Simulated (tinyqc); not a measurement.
Inside a calculation. Method: Jacobi rotations on a symmetric matrix. One step of it, computed by the program tinyqc.

Problem. Jacobi rotation 1. Take the largest off-diagonal element A_pq; tan 2 theta = 2 A_pq / (A_qq - A_pp) with |theta| <= pi/4; A' = J^T A J with J_pp = J_qq = cos, J_pq = sin, J_qp = -sin.

A, lower triangle:
```
           1          2          3          4         5
1   0.584000
2  -0.372000   1.122000
3   0.268000  -0.513000   2.513000
4   0.770000  -0.025000  -0.086000   3.962000
5  -0.393000  -0.195000   0.365000  -0.070000  4.212000
```

Give: p, q, theta; A'.

Solution.

p, q, theta (rad): 1.0000  4.0000  0.2139

A', lower triangle:
```
         1        2        3        4       5
1   0.4168
2  -0.3582   1.1220
3   0.2801  -0.5130   2.5130
4   0.0000  -0.1034  -0.0272   4.1292
5  -0.3692  -0.1950   0.3650  -0.1518  4.2120
```
